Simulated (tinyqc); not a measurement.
Free and trapped electrons in a MOS channel with a dense trap tail: two steps of the calculation.

p-type body, charge-sheet picture, full ionisation (an idealisation for deep acceptors), Boltzmann statistics for free electrons. e = Ec - EF at the surface. Acceptor-like traps of density D(E) = D0 + De exp(-E/Ew) at depth E below Ec, from 0 to Eu, hold n_t = integral of D(E)/(1 + exp((e - E)/Vt)). psi = Eg - Vt ln(Nv/Na) - e; N_dep = sqrt(2 eps0 eps_r Na (psi - Vt)/q); n_f = sqrt(N_dep^2 + 2 eps0 eps_r Vt Nc exp(-e/Vt)/q) - N_dep; Vg = Vfb + psi + q (N_dep + n_t + n_f)/Cox, Cox = eps0 eox/tox.

Values chosen for this exercise; band and dielectric values close to those of 4H silicon carbide: temperature T = 400 K; band gap Eg = 3.23 eV; relative permittivity eps_r = 9.55; conduction-band density of states at T Nc = 2.62e19 cm^-3; valence-band density of states at T Nv = 3.86e19 cm^-3; relative permittivity of the insulator eox = 3.9; insulator thickness tox = 31 nm; acceptor density Na = 1.4e17 cm^-3; flat-band voltage without trapped charge Vfb = -2.1 V; constant background density of acceptor-like traps D0 = 1.5e10 cm^-2 eV^-1; density of the tail at the conduction edge De = 2.2e13 cm^-2 eV^-1; decay energy of the tail Ew = 0.1 eV; depth below Ec down to which the traps reach Eu = 0.97 eV; mobility of free electrons mf = 63 cm^2/(V s); Ec - EF at the surface e = 0.172 eV.

Constants: q = 1.602176634e-19 C, kB = 1.380649e-23 J/K, Vt = kB T/q, eps0 = 8.8541878128e-14 F/cm where lengths are in cm. Results are converted to the units shown.

Problem 1. Trapped charge. Trapezoid rule on 13 equal steps from 0 to Eu, f = 1/(1 + exp((e - E)/Vt)).

Give: E; D(E) f; n_t.

Solution 1.

| point | E (eV) | D(E) f (cm^-2 eV^-1) |
|---|---|---|
| 0 | 0 | 1.488e11 |
| 1 | 0.07462 | 5.848e11 |
| 2 | 0.1492 | 1.690e12 |
| 3 | 0.2238 | 1.931e12 |
| 4 | 0.2985 | 1.099e12 |
| 5 | 0.3731 | 5.409e11 |
| 6 | 0.4477 | 2.650e11 |
| 7 | 0.5223 | 1.336e11 |
| 8 | 0.5969 | 7.124e10 |
| 9 | 0.6715 | 4.167e10 |
| 10 | 0.7462 | 2.764e10 |
| 11 | 0.8208 | 2.100e10 |
| 12 | 0.8954 | 1.784e10 |
| 13 | 0.9700 | 1.635e10 |

n_t = 4.855e11 cm^-2

Problem 2. Charges and gate voltage. psi, N_dep, n_f and Vg as defined, with the n_t given; free share n_f/(n_f + n_t); apparent mobility mf n_f/(n_f + n_t); gate voltage spent on traps q n_t/Cox.

n_t = 4.8552207e11 cm^-2

Give: psi; N_dep; n_f; Vg; free share; apparent mobility; gate voltage spent on traps.

Solution 2.

psi = 2.8643 V
N_dep = 2.0449e12 cm^-2
n_f = 1.5802e10 cm^-2
Vg = 4.4267 V
free share = 3.1521 %
apparent mobility = 1.9858 cm^2/(V s)
gate voltage spent on traps = 0.69834 V

tinyqc, about 0.02 s, one thread, Intel Xeon 2.30GHz (shared host): `OMP_NUM_THREADS=1 python tinyqc.py 2222120 2222121 out.jsonl`
